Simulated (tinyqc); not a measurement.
Longitudinal sound in a periodic multilayer: transfer matrices, stop bands and folded phonons: one step, computed by the program tinyqc. Command: `OMP_NUM_THREADS=1 python tinyqc.py 3004982 3004983 out.jsonl multilayer walk`. One thread of a shared host (Intel(R) Xeon(R) Processor @ 2.30GHz), about 0.01 s of CPU time with the checks.

Layers 1 and 2 repeat with period d = d_1 + d_2; waves travel normal to the layers, without loss. State vector (u, s): displacement u and stress divided by omega. Impedances Z = rho v are in 1e6 kg/(m^2 s).

Question. Transfer matrix of one period. A layer maps (u, s) by [[cos p, sin p/Z], [-Z sin p, cos p]], p = 2 pi f d_i/v_i; one period is M = M_2 M_1, and cos(q d) = trace(M)/2.

Inputs (values chosen for the exercise, modelled on silica (layer 1), platinum (layer 2) and silica (substrate)): velocity v_1 = 6050 m/s; thickness d_1 = 855 nm; velocity v_2 = 4160 m/s; thickness d_2 = 1400 nm; frequency f = 1.07 GHz.

Z_2 = 89.44

Z_1 = 13.431

Give: phase p_1; phase p_2; M; trace(M)/2.

Answer.

phase p_1 = 0.9501 rad

phase p_2 = 2.263 rad

M:
```
[[-0.4651, -0.03363],
 [-33.09, -4.543]]
```

trace(M)/2 = -2.504

|trace/2| > 1: f lies in a stop band, and the amplitude falls by a factor 4.800 a period.
